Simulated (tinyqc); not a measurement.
Filling against narrowing: heavy doping: band filling, gap narrowing, band tails and the effective intrinsic density. Computed by tinyqc, a small Python program. Command: `OMP_NUM_THREADS=1 python tinyqc.py 3010857 3010858 out.jsonl gapnarrow walk`. One thread of a shared host (Intel(R) Xeon(R) Processor @ 2.30GHz), about 0.02 s of CPU time with the checks.

An n-type crystal above its Mott density, with all dopants ionised: n = N_D - N_A, ionised centres N_I = N_D + N_A. Valleys are taken as spherical with mass m_e.

Inputs (values chosen for the exercise, for a model semiconductor):

| quantity | value | unit |
|---|---|---|
| electron mass m_e | 0.248 | m_0 |
| valleys M_c | 1 | - |
| hole mass m_h | 0.598 | m_0 |
| dielectric constant eps | 7.13 | - |
| donor density N_D | 5e+19 | cm^-3 |
| compensation ratio N_A/N_D | 0.5 | - |
| temperature T | 400 | K |

Conduction band: parabolic.

Constants: a_0 = 0.529177210903 angstrom; Ry = 13.605693123 eV; hbar^2/(2 m_0) = 3.80998212 eV angstrom^2; k_B = 8.617333262e-05 eV/K; e = 1.602176634e-19 C; eps_0 = 8.8541878128e-12 F/m; e^2/(4 pi eps_0) = 14.39964548 eV angstrom.

Method:
- n = N_D (1 - ratio); Ry* = Ry m_e/eps^2, a* = a_0 eps/m_e; r_s = (3/(4 pi n))^(1/3)/a*; k_F = (3 pi^2 n/M_c)^(1/3); Mott density (0.26/a*)^3.
- n = M_c (1/(2 pi^2)) (m_e/(hbar^2/2m_0))^(3/2) int sqrt(E) f dE, f = 1/(1 + exp((E - E_F)/k_B T)); trapezoid rule in t = sqrt(E/k_B T), step 0.02 up to 12; E_F by bisection from the band edge.
- Screening: q^2 = (e/(eps eps_0)) dn/dE_F. Exchange lowers the conduction band by (1/pi) k_F e^2/(4 pi eps_0 eps) (T = 0 Hartree-Fock at k_F, taken as a rigid shift). Screening raises the valence band by (q/2) e^2/(4 pi eps_0 eps) (static Coulomb hole). The narrowing is the sum; electron correlation and carrier-ion shifts are left out. Root-mean-square potential of randomly placed ions: V_rms = (e^2/(4 pi eps_0 eps)) sqrt(2 pi N_I/q).
- Absorption edge of a direct gap, from the valence band at k_F (T = 0 value) to the Fermi level: E_g - narrowing + E_F + (hbar^2/2m_0) k_F^2/m_h, k_F = (3 pi^2 n)^(1/3); the shift is the edge less E_g. n p/n_i^2 = exp(narrowing/k_B T) x (n/N) exp(-E_F/k_B T), N being the limit of n exp(-E_F/k_B T) far below the edge (taken at E_F = -12 k_B T); apparent narrowing = k_B T ln(n p/n_i^2).
- The compensation ratio is held; the absorption edge is given only for E_F above 2 k_B T.

n = 2.50e+19 cm^-3

Mott density = 4.99118e+18 cm^-3

Against carrier density (energies in meV):

| n (cm^-3) | E_F | narrowing | apparent narrowing | V_rms | shift of the absorption edge |
|---|---|---|---|---|---|
| 5.00e+18 | 14.20 | 86.54 | 73.954 | 85.96 | - |
| 1.00e+19 | 50.34 | 109.28 | 84.442 | 108.10 | - |
| 1.70e+19 | 85.26 | 128.16 | 86.695 | 130.90 | -2.59 |
| 2.50e+19 | 116.89 | 142.58 | 82.778 | 151.62 | 26.45 |
| 4.00e+19 | 165.85 | 161.16 | 68.594 | 182.59 | 76.01 |
| 6.20e+19 | 225.91 | 179.88 | 42.367 | 218.12 | 141.55 |
| 1.00e+20 | 313.63 | 202.44 | -6.318 | 265.51 | 242.56 |

What follows from these numbers?

Narrowing grows with exponent 0.25 between the last rows (exchange goes as n^(1/3), the Coulomb hole as n^(1/6) in a degenerate parabolic band) and E_F with 0.69 (2/3 for a parabolic band at T = 0). The apparent narrowing peaks at 86.7 meV near 1.7e19 cm^-3 and then falls, as E_F grows faster than the narrowing. In rows with E_F below 2 k_B T the T = 0 exchange term is overstated. Where V_rms is above half of E_F, band tails blur the edge by more than small net shifts. The absorption edge turns from a red to a blue shift between 1.7e19 and 2.5e19 cm^-3.

Extremes, crossings and ranges named in words are read from the listed rows.
